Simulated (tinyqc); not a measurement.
RKS/exchange-only LDA in the 6-311g basis, for H2, spin multiplicity 1, step by step. One step of it, computed by the program tinyqc.

Problem. Iteration 1: building the Kohn-Sham matrix. J_ij = sum D_kl (ij|kl); F = H + J + V_xc; E = tr D H + tr D J / 2 + E_xc + E_nn.

D at the start:
```
           1H 1s      1H 2s     1H 3s      2H 1s      2H 2s     2H 3s
1H 1s   0.095702   0.155541  0.098455   0.001345  -0.001090  0.003327
1H 2s   0.155541   0.252907  0.159949  -0.001090  -0.007098  0.002038
1H 3s   0.098455   0.159949  0.101327   0.003327   0.002038  0.005421
2H 1s   0.001345  -0.001090  0.003327   0.095702   0.155541  0.098455
2H 2s  -0.001090  -0.007098  0.002038   0.155541   0.252907  0.159949
2H 3s   0.003327   0.002038  0.005421   0.098455   0.159949  0.101327
```

core Hamiltonian H = T + V (hartree):
```
           1H 1s      1H 2s      1H 3s      2H 1s      2H 2s      2H 3s
1H 1s  -0.287816  -0.851318  -0.588248  -0.210171  -0.406795  -0.415191
1H 2s  -0.851318  -0.894729  -0.756872  -0.406795  -0.599441  -0.604455
1H 3s  -0.588248  -0.756872  -0.750577  -0.415191  -0.604455  -0.657393
2H 1s  -0.210171  -0.406795  -0.415191  -0.287816  -0.851318  -0.588248
2H 2s  -0.406795  -0.599441  -0.604455  -0.851318  -0.894729  -0.756872
2H 3s  -0.415191  -0.604455  -0.657393  -0.588248  -0.756872  -0.750577
```

Two-electron integrals (ij|kl) in chemists' order, unique and non-zero (hartree):
```
(11|11) 1.393035   (21|11) 0.822971   (21|21) 0.509703   (22|11) 0.822904
(22|21) 0.543028   (22|22) 0.644106   (31|11) 0.411256   (31|21) 0.257757
(31|22) 0.279868   (31|31) 0.130794   (32|11) 0.543681   (32|21) 0.365771
(32|22) 0.452669   (32|31) 0.189803   (32|32) 0.325140   (33|11) 0.494021
(33|21) 0.340115   (33|22) 0.445993   (33|31) 0.178035   (33|32) 0.331779
(33|33) 0.361682   (41|11) 0.055561   (41|21) 0.036645   (41|22) 0.042990
(41|31) 0.018865   (41|32) 0.029940   (41|33) 0.029018   (41|41) 0.004841
(42|11) 0.137389   (42|21) 0.095110   (42|22) 0.124121   (42|31) 0.049822
(42|32) 0.091034   (42|33) 0.095217   (42|41) 0.014258   (42|42) 0.053608
(43|11) 0.127811   (43|21) 0.089267   (43|22) 0.119797   (43|31) 0.046944
(43|32) 0.089481   (43|33) 0.096651   (43|41) 0.013384   (43|42) 0.054511
(43|43) 0.057495   (44|11) 0.480654   (44|21) 0.338556   (44|22) 0.465416
(44|31) 0.178697   (44|32) 0.351882   (44|33) 0.385753   (44|41) 0.055561
(44|42) 0.251276   (44|43) 0.270612   (44|44) 1.393035   (51|11) 0.251276
(51|21) 0.157927   (51|22) 0.172181   (51|31) 0.080199   (51|32) 0.116930
(51|33) 0.109863   (51|41) 0.014258   (51|42) 0.038070   (51|43) 0.035553
(51|44) 0.137389   (51|51) 0.053608   (52|11) 0.340683   (52|21) 0.229597
(52|22) 0.284843   (52|31) 0.119201   (52|32) 0.204689   (52|33) 0.208789
(52|41) 0.025156   (52|42) 0.082658   (52|43) 0.082270   (52|44) 0.340683
(52|51) 0.082658   (52|52) 0.157577   (53|11) 0.294758   (53|21) 0.202839
(53|22) 0.265105   (53|31) 0.106143   (53|32) 0.196490   (53|33) 0.211991
(53|41) 0.023331   (53|42) 0.085076   (53|43) 0.088725   (53|44) 0.376266
(53|51) 0.073966   (53|52) 0.155819   (53|53) 0.165541   (54|11) 0.338556
(54|21) 0.237738   (54|22) 0.324262   (54|31) 0.125315   (54|32) 0.244616
(54|33) 0.268537   (54|41) 0.036645   (54|42) 0.157927   (54|43) 0.169900
(54|44) 0.822971   (54|51) 0.095110   (54|52) 0.229597   (54|53) 0.253849
(54|54) 0.509703   (55|11) 0.465416   (55|21) 0.324262   (55|22) 0.436170
(55|31) 0.170458   (55|32) 0.328318   (55|33) 0.363081   (55|41) 0.042990
(55|42) 0.172181   (55|43) 0.184996   (55|44) 0.822904   (55|51) 0.124121
(55|52) 0.284843   (55|53) 0.316216   (55|54) 0.543028   (55|55) 0.644106
(61|11) 0.270612   (61|21) 0.169900   (61|22) 0.184996   (61|31) 0.086257
(61|32) 0.125594   (61|33) 0.117968   (61|41) 0.013384   (61|42) 0.035553
(61|43) 0.033415   (61|44) 0.127811   (61|51) 0.054511   (61|52) 0.082270
(61|53) 0.073458   (61|54) 0.089267   (61|55) 0.119797   (61|61) 0.057495
(62|11) 0.376266   (62|21) 0.253849   (62|22) 0.316216   (62|31) 0.131860
(62|32) 0.227949   (62|33) 0.234043   (62|41) 0.023331   (62|42) 0.073966
(62|43) 0.073458   (62|44) 0.294758   (62|51) 0.085076   (62|52) 0.155819
(62|53) 0.152678   (62|54) 0.202839   (62|55) 0.265105   (62|61) 0.088725
(62|62) 0.165541   (63|11) 0.369975   (63|21) 0.255549   (63|22) 0.338096
(63|31) 0.133941   (63|32) 0.253022   (63|33) 0.279316   (63|41) 0.024824
(63|42) 0.087002   (63|43) 0.090432   (63|44) 0.369975   (63|51) 0.087002
(63|52) 0.176683   (63|53) 0.187073   (63|54) 0.255549   (63|55) 0.338096
(63|61) 0.090432   (63|62) 0.187073   (63|63) 0.232020   (64|11) 0.178697
(64|21) 0.125315   (64|22) 0.170458   (64|31) 0.066022   (64|32) 0.128509
(64|33) 0.141186   (64|41) 0.018865   (64|42) 0.080199   (64|43) 0.086257
(64|44) 0.411256   (64|51) 0.049822   (64|52) 0.119201   (64|53) 0.131860
(64|54) 0.257757   (64|55) 0.279868   (64|61) 0.046944   (64|62) 0.106143
(64|63) 0.133941   (64|64) 0.130794   (65|11) 0.351882   (65|21) 0.244616
(65|22) 0.328318   (65|31) 0.128509   (65|32) 0.247475   (65|33) 0.275831
(65|41) 0.029940   (65|42) 0.116930   (65|43) 0.125594   (65|44) 0.543681
(65|51) 0.091034   (65|52) 0.204689   (65|53) 0.227949   (65|54) 0.365771
(65|55) 0.452669   (65|61) 0.089481   (65|62) 0.196490   (65|63) 0.253022
(65|64) 0.189803   (65|65) 0.325140   (66|11) 0.385753   (66|21) 0.268537
(66|22) 0.363081   (66|31) 0.141186   (66|32) 0.275831   (66|33) 0.314595
(66|41) 0.029018   (66|42) 0.109863   (66|43) 0.117968   (66|44) 0.494021
(66|51) 0.095217   (66|52) 0.208789   (66|53) 0.234043   (66|54) 0.340115
(66|55) 0.445993   (66|61) 0.096651   (66|62) 0.211991   (66|63) 0.279316
(66|64) 0.178035   (66|65) 0.331779   (66|66) 0.361682
```

nuclear repulsion = 0.48107019 hartree

V_xc (hartree):
```
           1H 1s      1H 2s      1H 3s      2H 1s      2H 2s      2H 3s
1H 1s  -0.480734  -0.294331  -0.148760  -0.026584  -0.095737  -0.099565
1H 2s  -0.294331  -0.313614  -0.210516  -0.095737  -0.162941  -0.157504
1H 3s  -0.148760  -0.210516  -0.186159  -0.099565  -0.157504  -0.158669
2H 1s  -0.026584  -0.095737  -0.099565  -0.480734  -0.294331  -0.148760
2H 2s  -0.095737  -0.162941  -0.157504  -0.294331  -0.313614  -0.210516
2H 3s  -0.099565  -0.157504  -0.158669  -0.148760  -0.210516  -0.186159
```

E_xc = sum of w rho eps_xc = -0.49982622 hartree

Give: Coulomb J; Kohn-Sham matrix F; total energy of this density.

Solution.

Coulomb J (hartree):
```
        1H 1s   1H 2s   1H 3s   2H 1s   2H 2s   2H 3s
1H 1s  1.3621  0.8980  0.4638  0.0879  0.3046  0.3135
1H 2s  0.8980  1.0903  0.7832  0.3046  0.5741  0.5831
1H 3s  0.4638  0.7832  0.8069  0.3135  0.5831  0.6745
2H 1s  0.0879  0.3046  0.3135  1.3621  0.8980  0.4638
2H 2s  0.3046  0.5741  0.5831  0.8980  1.0903  0.7832
2H 3s  0.3135  0.5831  0.6745  0.4638  0.7832  0.8069
```

Kohn-Sham matrix F (hartree):
```
         1H 1s    1H 2s    1H 3s    2H 1s    2H 2s    2H 3s
1H 1s   0.5936  -0.2476  -0.2732  -0.1489  -0.1979  -0.2012
1H 2s  -0.2476  -0.1181  -0.1842  -0.1979  -0.1883  -0.1789
1H 3s  -0.2732  -0.1842  -0.1299  -0.2012  -0.1789  -0.1416
2H 1s  -0.1489  -0.1979  -0.2012   0.5936  -0.2476  -0.2732
2H 2s  -0.1979  -0.1883  -0.1789  -0.2476  -0.1181  -0.1842
2H 3s  -0.2012  -0.1789  -0.1416  -0.2732  -0.1842  -0.1299
```

total energy of this density = -0.819371 hartree

This density is the starting one; it is not idempotent, so its energy is not variational and may lie below the converged one.
